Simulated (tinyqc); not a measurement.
Spectrum around the gap: Franz-Keldysh effect at a direct gap.

Parabolic bands, vertical transitions, no excitons. For each hole band j: mr = me mj/(me + mj); joint density of states J_j(E) = (mr/c)^(3/2) sqrt(E - Eg)/(2 pi^2), both spins, c = hbar^2/2m0; averaged matrix element |e.p|^2 = m0 Ep/6; alpha_j(E) = 4 pi^2 alpha_f c Ep J_j/(3 nr E) in 1/angstrom (alpha_f the fine-structure constant, listed as alpha among the constants), times 1e8 for 1/cm.

In a field Fd (1 kV/cm = 1e-5 V/angstrom) the electro-optic energy of band j is th = (c (e Fd)^2/mr)^(1/3), and sqrt(E - Eg) in J_j is replaced by pi sqrt(th) [Ai'(b)^2 - b Ai(b)^2] with b = (Eg - E)/th; Ai is the Airy function.

Constants: hbar^2/2m0 = 3.80998211 eV angstrom^2; fine-structure constant alpha = 0.007297352564.

Inputs chosen for the exercise (near those of InP; the results hold for these values, not for the real material):
- Eg = 1.342 eV (direct gap)
- me = 0.0812 m0 (electron mass)
- mhh = 0.599 m0 (heavy-hole mass)
- mlh = 0.0901 m0 (light-hole mass)
- Ep = 21.1 eV (Kane energy)
- nr = 3.41 (refractive index)
- Fd = 96 kV/cm (uniform field)

Absorption (1/cm):

| E - Eg (eV) | alpha(0) | alpha(F) | change |
|---|---|---|---|
| -0.0915 | 0 | 2.936 | 3 |
| -0.0732 | 0 | 12.48 | 12 |
| -0.0549 | 0 | 48.32 | 48 |
| -0.0366 | 0 | 167.4 | 167 |
| -0.0183 | 0 | 509.0 | 509 |
| 0.0000 | 0 | 1330 | 1330 |
| 0.0183 | 4286 | 2918 | -1368 |
| 0.0366 | 5981 | 5253 | -728 |
| 0.0549 | 7230 | 7617 | 388 |
| 0.0732 | 8240 | 8939 | 699 |
| 0.0915 | 9095 | 9135 | 40 |
| 0.1465 | 11083 | 1.122e+04 | 139 |
| 0.1831 | 12093 | 1.217e+04 | 76 |

Give the missing row, E - Eg (eV) = 0.1099.

Computed row:
```
E - Eg (eV)  alpha(0)  alpha(F)  change
0.1099           9841      9494    -348
```

At the gap alpha(F) = 1330 1/cm; 73.2 meV below it 12.5 1/cm remain, the tail falling as exp(-(4/3) b^(3/2)). Among the energies listed the largest rise is 1330 1/cm at E - Eg = 0.0 meV and the largest fall -1368 1/cm at 18.3 meV. It changes sign between 0.0 and 18.3 meV, between 36.6 and 54.9 meV, between 91.5 and 109.9 meV and between 109.9 and 146.5 meV; th is 36.6 meV for heavy holes and 43.5 meV for light holes.

Run: tinyqc, `OMP_NUM_THREADS=1 python tinyqc.py 1651515 1651516 out.jsonl`; Intel(R) Xeon(R) Processor @ 2.30GHz, one thread, shared host; about 0.01 s of CPU time with all checks.
